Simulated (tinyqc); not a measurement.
Inside a calculation. Model: thermoelectric coefficients with energy filtering, Landauer integrals.

tinyqc, about 0.02 s, one thread, Intel Xeon 2.30GHz (shared host): `OMP_NUM_THREADS=1 python tinyqc.py 2800132 2800133 out.jsonl` Printed values are rounded.

Bulk parabolic band, x = (E - Ec)/kB T, C = hbar^2/(2 m0), kB T in eV. Modes per area gv m kB T x/(4 pi C) times the back-scattering length l0 x^rr give the transport function s0 X(x), s0 = (2 q^2/h) gv m kB T l0/(4 pi C), X = x^(1 + rr), multiplied by tb for x < xb. I_k = int X (x - eta)^k w dx, w = 1/(4 cosh^2((x - eta)/2)).

Inputs (values chosen for the exercise):
- T = 400 K (temperature)
- m = 0.52 m0 (mass of one valley)
- gv = 2 (valleys)
- l0 = 0.49 nm (back-scattering length at x = 1)
- rr = 2 (energy exponent of that length)
- kL = 1 W/(m K) (lattice thermal conductivity)
- eta = 3.8 (reduced Fermi level (EF - Ec)/kB T)
- xb = 3.5 (barrier height over kB T, above Ec)
- tb = 0.2 (share of the transport function left below the barrier)
- xa = 0 (lower end of the grid)
- xe = 14 (upper end of the grid)
- nE = 13 (points of the grid)

Constants: q = 1.602176634e-19 C, kB = 1.380649e-23 J/K, hbar = 1.054571817e-34 J s, h = 6.62607015e-34 J s, m0 = 9.1093837015e-31 kg, Vt = kB T/q, hbar^2/(2 m0) = 0.0380998212 eV nm^2. Results are converted to the units shown.

Range of the model: Parabolic bands, elastic scattering and a fixed kL make these model figures, not those of a material.

## The three integrals on a coarse grid

Simpson's rule on nE equally spaced points from xa to xe.

x, point 0 to 12: [0.00000, 1.16667, 2.33333, 3.50000, 4.66667, 5.83333, 7.00000, 8.16667, 9.33333, 10.50000, 11.66667, 12.83333, 14.00000]
X, point 0 to 12: [0, 0.3175926, 2.540741, 42.87500, 101.6296, 198.4954, 343, 544.6713, 813.0370, 1157.625, 1587.963, 2113.579, 2744]
w, point 0 to 12: [0.02140248, 0.06253153, 0.1523124, 0.2444583, 0.2083629, 0.1023499, 0.03763177, 0.01237727, 0.003921726, 0.001227887, 3.830163e-4, 1.193355e-4, 3.716756e-5]
X w, point 0 to 12: [0, 0.01985955, 0.3869862, 10.48115, 21.17585, 20.31598, 12.90770, 6.741542, 3.188509, 1.421433, 0.6082156, 0.2522249, 0.1019878]
I_0, I_1, I_2 on this grid: [90.83093, 187.2442, 688.7278]

Converged values are 86.704, 191.92 and 701.85; the grid is 4.8 % above the first and 1.9 % below the last.

## Coefficients of the electrons

converged I_0, I_1, I_2: [86.70394, 191.9199, 701.8488]

sigma = s0 I_0, S = -(kB/q) I_1/I_0, Lorenz number L = (kB/q)^2 [I_2/I_0 - (I_1/I_0)^2], kappa_e = L sigma T.

s0 = 28.42656 S/cm
sigma = 2464.694 S/cm
S = -190.7454 uV/K
L = 2.372672 x 1e-8 V^2/K^2
kappa_e = 2.339164 W/(m K)

L is 2.9 % below the Sommerfeld value (pi^2/3)(kB/q)^2 = 2.443e-8 V^2/K^2.

## Power factor and figure of merit

Power factor S^2 sigma, ZT = S^2 sigma T/(kappa_e + kL).

power factor = 8.967495 mW/(m K^2)
ZT = 1.074220
electronic share of kappa = 70.05239 %
